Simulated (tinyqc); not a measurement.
Undoped gate-all-around wire MOSFET, analytic charge model: one step of the calculation.

An undoped round wire of radius R under an insulator shell and a surrounding gate; long channel, electrons only, n = ni exp((psi - V)/Vt) with V the quasi-Fermi potential (0 at the source, Vd at the drain), constant mobility, no quantisation. The radial Poisson equation gives n(r) = n(0)/(1 - (1 - b) r^2/R^2)^2 with b = Q0/(Q + Q0). Q is the electron charge per area of the wire surface.

Question. Charge at the source by Newton steps in y = ln(Q/Q0). With V = 0 and Q = Q0 exp(y): f = Q/Cox + Vt y + Vt ln(1 + Q/Q0) - (Vg - V0); df/dy = Q/Cox + Vt (1 + Q/(Q + Q0)); y(new) = y - f/(df/dy).

Inputs (values chosen for the exercise): temperature T = 300 K; gate voltage Vg = 0.49 V.

Constants: q = 1.602176634e-19 C, kB = 1.380649e-23 J/K, Vt = kB T/q. Results are converted to the units shown.

y after iteration 1 = 0.10372482
Cox = 2.7964185 uF/cm^2
Q0 = 105.29329 nC/cm^2
V0 = 0.42650007 V

Find: Q; f; df/dy; y after iteration 2.

Answer.

Q = 116.8 nC/cm^2
f = 2.445e-4 V
df/dy = 0.08122 V
y after iteration 2 = 0.1007

Program tinyqc, `OMP_NUM_THREADS=1 python tinyqc.py 2460163 2460164 out.jsonl`; Intel Xeon 2.30GHz, shared host, one thread, about 0.03 s.
